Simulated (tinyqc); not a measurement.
Worked calculation: density of states of one tight-binding band on the simple cubic lattice. Values are carried at full precision from step to step, so a last printed digit may differ when a step is redone from the rounded ones.

E(k) = -2 t (c1 + c2 + c3) - 4 t2 (c1 c2 + c2 c3 + c3 c1) with ci = cos(2 pi ki); k in fractions of the reciprocal vectors, mesh k_i = j/N with j = 0 .. N-1. Densities are per cell and per spin, so the band holds one state.

Values chosen for the exercise: t = 2.25 eV (nearest hopping); t2 = 0 eV (second hopping); N = 6 (mesh points along each axis); bins = 10 (bins of the histogram); E_lo = -13.513 eV (lower end of the histogram); E_hi = 13.517 eV (upper end); E = -7.31 eV (energy at which the density is wanted); sigma = 0.45 eV (Gaussian width).

## Energies on the mesh

Evaluate the band at all 216 points and collect equal values.

Distinct energies:

| E_k (eV) | points |
|---|---|
| -13.5000 | 1 |
| -11.2500 | 6 |
| -9.0000 | 12 |
| -6.7500 | 14 |
| -4.5000 | 27 |
| -2.2500 | 36 |
| 0.0000 | 24 |
| 2.2500 | 36 |
| 4.5000 | 27 |
| 6.7500 | 14 |
| 9.0000 | 12 |
| 11.2500 | 6 |
| 13.5000 | 1 |

The 216 points give 13 distinct energies between -13.5000 and 13.5000 eV; a dense mesh gives a band from -13.500 to 13.500 eV.

## Histogram

Count the points in equal bins from E_lo to E_hi; g = count/(all points x bin width).

Histogram:

| from (eV) | to (eV) | points | g (1/eV) |
|---|---|---|---|
| -13.5130 | -10.8100 | 7 | 0.0120 |
| -10.8100 | -8.1070 | 12 | 0.0206 |
| -8.1070 | -5.4040 | 14 | 0.0240 |
| -5.4040 | -2.7010 | 27 | 0.0462 |
| -2.7010 | 0.0020 | 60 | 0.1028 |
| 0.0020 | 2.7050 | 36 | 0.0617 |
| 2.7050 | 5.4080 | 27 | 0.0462 |
| 5.4080 | 8.1110 | 14 | 0.0240 |
| 8.1110 | 10.8140 | 12 | 0.0206 |
| 10.8140 | 13.5170 | 7 | 0.0120 |

Empty bins: 0 of 10; the fullest holds 60 points.

## Gaussian broadening at one energy

Gaussian broadening: g(E) = mean over the mesh of exp(-(E - E_k)^2/(2 sigma^2))/(sigma sqrt(2 pi)), n(E) = mean of erfc((E_k - E)/(sigma sqrt 2))/2.

Sum over the distinct energies with their counts.

n(E) = 0.0949
g(E) = 0.0265 1/eV

## One tetrahedron of the mesh

For corner energies e1 <= e2 <= e3 <= e4 and eij = ei - ej, the share of the tetrahedron below E is n = (E - e1)^3/(e21 e31 e41) for e1 < E < e2; n = [e21^2 + 3 e21 x + 3 x^2 - (e31 + e42) x^3/(e32 e42)]/(e31 e41) with x = E - e2 for e2 < E < e3; n = 1 - (e4 - E)^3/(e41 e42 e43) for e3 < E < e4; its density of states is g = dn/dE.

corner energies, sorted (eV): -9.0000  -6.7500  -4.5000  -2.2500

Find its share below E and its density of states at E.

n = 0.0706
g = 0.1254 1/eV

E lies between corners 1 and 2.

## Sum over all linear tetrahedra

Each cube of the mesh, corners numbered 0 to 7 as the binary number (i j l), is cut into six tetrahedra around the diagonal 0-7: 0137, 0157, 0237, 0267, 0457, 0467. For corner energies e1 <= e2 <= e3 <= e4 and eij = ei - ej, the share of the tetrahedron below E is n = (E - e1)^3/(e21 e31 e41) for e1 < E < e2; n = [e21^2 + 3 e21 x + 3 x^2 - (e31 + e42) x^3/(e32 e42)]/(e31 e41) with x = E - e2 for e2 < E < e3; n = 1 - (e4 - E)^3/(e41 e42 e43) for e3 < E < e4; its density of states is g = dn/dE.

Average n and g over all pieces of the mesh. The reference uses the same method with N = 36.

n(E) = 0.0808
g(E) = 0.0279 1/eV
reference n(E) = 0.099
reference g(E) = 0.029 1/eV

On this mesh the linear method errs by -0.002 1/eV in g and -0.018 in n; the Gaussian sum erred by -0.003 and -0.004.

## Checks

- States below the top of the band by the linear method against one: both 1.000000.

(tinyqc, `OMP_NUM_THREADS=1 python tinyqc.py 1680577 1680578 out.jsonl`, Intel(R) Xeon(R) Processor @ 2.30GHz, 1 thread, shared host, about 0.2 s.)
